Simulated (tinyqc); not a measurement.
What each parameter does: round or elliptic silicon nanowire with anisotropic valleys (Ritz method).

Wire along x = [100] on a (001) wafer, y = [010], z = [001]. Valley groups, two valleys each (w = inverse masses): A, axis along z: w_y = 1/mt, w_z = 1/ml, m_x = mt; B, axis along y: w_y = 1/ml, w_z = 1/mt, m_x = mt; C, axis along x: w_y = w_z = 1/mt, m_x = ml.

Hard wall on the ellipse (y/a)^2 + (z/b)^2 = 1, c = hbar^2/2m0. With u = y/a, v = z/b the operator is -c [(w_y/a^2) d2/du2 + (w_z/b^2) d2/dv2] on the unit disc. Basis (1 - u^2 - v^2) u^i v^j; S, X and Y are the disc integrals of f f', (df/du)(df'/du) and (df/dv)(df'/dv), from the integral of u^p v^q = 2 Gamma((p+1)/2) Gamma((q+1)/2)/((p + q + 2) Gamma((p+q+2)/2)) for even p, q; H = c (w_y X/a^2 + w_z Y/b^2).

Converged values use 21 functions of each parity class (e or o in u, then in v).

Constants: hbar^2/2m0 = 3.80998211 eV angstrom^2.

Parameters, chosen for this exercise (near those of a Si nanowire; shifted at random, so the results belong to these values and not to a real crystal): ml = 0.918 m0 (longitudinal mass); mt = 0.194 m0 (transverse mass); a = 14 angstrom (semi-axis along y); b = 37 angstrom (semi-axis along z).

Lowest level of groups A and B.

One parameter was then changed.

Results before and after:
```
case     A (eV)  B (eV)  B - A (meV)
base     0.2773  0.1026       -174.7
changed  0.2540  0.0989       -155.2
```

Which of these changes was made? (a) mt = 0.213 m0; (b) b = 35 angstrom; (c) a = 17 angstrom; (d) ml = 1.028 m0.

Answer: (a) mt = 0.213 m0. Of the candidates, run in turn, only this one gives the changed row.

All candidates:
```
case             A (eV)  B (eV)  B - A (meV)
base             0.2773  0.1026       -174.7
a = 17 angstrom  0.1930  0.0830       -110.0
b = 35 angstrom  0.2792  0.1075       -171.7
ml = 1.028 m0    0.2755  0.0961       -179.4
mt = 0.213 m0    0.2540  0.0989       -155.2
```

Computed by tinyqc, a small Python program: `OMP_NUM_THREADS=1 python tinyqc.py 1280129 1280130 out.jsonl` (the numbers bound the seed that draws the inputs); one thread of a shared host (Intel(R) Xeon(R) Processor @ 2.30GHz), about 0.06 s for the whole set of steps.
